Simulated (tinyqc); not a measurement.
Thin-body film or fin with hard walls, valleys of the Ge type, step by step. Values are carried at full precision from step to step, so a last printed digit may differ when a step is redone from the rounded ones.

Four ellipsoidal valleys (eight halves) with their long axes along <111>, mass ml along the axis and mt across it. For a valley whose axis makes the angle theta with the surface normal, 1/m_z = cos^2(theta)/ml + sin^2(theta)/mt sets the confinement; in the plane the masses are m_1 = mt and m_2 = ml mt/m_z, and m_d = sqrt(m_1 m_2). The Gamma and Delta valleys are left out; the heavy Delta valleys, about 0.18 eV up, can lie lowest under strong confinement.

Constants: hbar^2/2m0 = 3.80998211 eV angstrom^2; kB = 8.617333262e-05 eV/K.

Values chosen for the exercise (near those of Ge; the results hold for these values, not for the real material): ml = 1.575 m0 (longitudinal mass); mt = 0.083 m0 (transverse mass); face = 111 (face of the film or side wall of the fin); t = 102 angstrom (body thickness); T = 300 K (temperature); g_all = 4 (number of valleys); Ns = 5.8 x 1e12/cm^2 (sheet density in the on state); alpha = 0.7 1/eV (non-parabolicity).

## Valley masses for the (111) face

Group the valleys by their angle to the normal, heaviest m_z first.

Valleys (masses in m0):
```
valleys g  cos^2(theta)     m_z     m_1     m_2     m_d
1                1.0000  1.5750  0.0830  0.0830  0.0830
3                0.1111  0.0928  0.0830  1.4092  0.3420
```

## Subband edges

A film of thickness t between hard walls, flat band inside: E_n = c (n pi/t)^2/m_z above the bulk edge, c = hbar^2/2m0. Without degeneracy the sheet density is N2 exp((EF - Ec)/kB T) with N2 = sum_i g m_d/(2 pi c) kB T exp(-E_i/kB T) over n = 1 to 40 of each group; a classical film has t Nc with Nc = 2 g_all (m_dos kB T/(4 pi c))^(3/2), m_dos = (ml mt^2)^(1/3). The threshold shift is dVt = kB T ln(t Nc/N2).

The seven lowest levels of all groups together; primes mark the lighter m_z.

Subbands:
```
label  valleys g  E (eV)
1              1  0.0023
2              1  0.0092
3              1  0.0207
4              1  0.0367
1'             3  0.0390
5              1  0.0574
6              1  0.0826
```

The second subband, 2, lies 6.9 meV above the first, 0.3 kB T at 300 K.

## Effective density of states and threshold shift

Sum the subbands; 1/angstrom^2 = 1e16/cm^2 and 1/angstrom^3 = 1e24/cm^3.

terms of N2 by group (1e12/cm^2): 2.218  2.481

Nc = 1.046 x 1e19/cm^3
t Nc = 10.665 x 1e12/cm^2
dVt = 21.2 mV

Confinement leaves 44 % of the classical states; the heaviest group holds 47 % of the electrons, against 25 % in the bulk.

## Filling at a given sheet density

n_i = g m_d/(2 pi c) kB T ln(1 + exp((EF - E_i)/kB T)) over the levels listed; solve sum n_i = Ns (1e12/cm^2 = 1e-4/angstrom^2); the band bending of the charge itself is left out. c = hbar^2/2m0.

EF = 0.0120 eV

n_i in the order of the list (1e12/cm^2): 0.806  0.672  0.484  0.292  3.347  0.143  0.057

The fullest subband is 1', with 58 %.

## Non-parabolic correction

Each level E0 of the list is replaced by the root of E (1 + alpha E) = E0.

Levels (eV):
```
label  parabolic  corrected
1         0.0023     0.0023
2         0.0092     0.0091
3         0.0207     0.0204
4         0.0367     0.0358
1'        0.0390     0.0380
5         0.0574     0.0552
6         0.0826     0.0783
```

The lowest level drops by 0.0 meV.

## Checks

- N2 of a 3000 angstrom film, summed over n to convergence, plus the half-term of the walls against t Nc, 1/angstrom^2: both 0.031367.

Run: tinyqc, `OMP_NUM_THREADS=1 python tinyqc.py 1251587 1251588 out.jsonl`; Intel(R) Xeon(R) Processor @ 2.30GHz, one thread, shared host; about 0.01 s of CPU time with all checks.
